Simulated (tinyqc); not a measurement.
Two-mode optical phonons of a ternary alloy from two coupled oscillators: one step, computed by the program tinyqc. Command: `OMP_NUM_THREADS=1 python tinyqc.py 3013726 3013727 out.jsonl twomode walk`. One thread of a shared host (Intel(R) Xeon(R) Processor @ 2.30GHz), about 0.01 s of CPU time with the checks.

An alloy A(x)B(1-x)C has an A-C and a B-C bond oscillator. Each TO frequency moves linearly from the impurity mode (dilute end) to the TO of the pure crystal; each strength is proportional to the number of bonds.

Problem. Share of the polar coupling. eps(omega) = eps_inf + W_1/(omega_1^2 - omega^2) + W_2/(omega_2^2 - omega^2) = 0 is the eigenproblem of the matrix [[omega_1^2 + W_1/eps_inf, sqrt(W_1 W_2)/eps_inf], [sqrt(W_1 W_2)/eps_inf, omega_2^2 + W_2/eps_inf]] for omega_LO^2. The polar coupling of mode j is c_j = (u_j . sqrt(W))^2/(eps_inf^2 omega_j^2), u_j its eigenvector and omega_j here its LO frequency; the c_j add up to 1/eps_inf - 1/eps_s. Froehlich constant alpha_j = (e^2/(4 pi eps_0)) c_j k_j/(2 E_j), E_j = h c omega_j, k_j = sqrt(m* E_j/(hbar^2/(2 m_0))).

Inputs (values chosen for the exercise, modelled on GaAs(1-x)P(x), with A-C the GaP-like and B-C the GaAs-like bond): electron mass m* = 0.05 m_0.

omega_1 (A-C, TO) = 355.655 1/cm

omega_2 (B-C, TO) = 268.8 1/cm

eps_inf = 10.3855

W_1 = 34842.52 1/cm^2

W_2 = 126196.3 1/cm^2

Constants: e^2/(4 pi eps_0) = 14.39964548 eV angstrom; hbar^2/(2 m_0) = 3.80998212 eV angstrom^2; 1 THz = 33.35640952 1/cm; h x 1 THz = 4.135667696 meV.

Give: c_j, lower and upper mode; share of the upper mode; alpha_j, lower and upper mode.

Solution.

c_j, lower and upper mode: 0.011828  0.0038642

share of the upper mode = 0.24626

alpha_j, lower and upper mode: 0.051536  0.015053
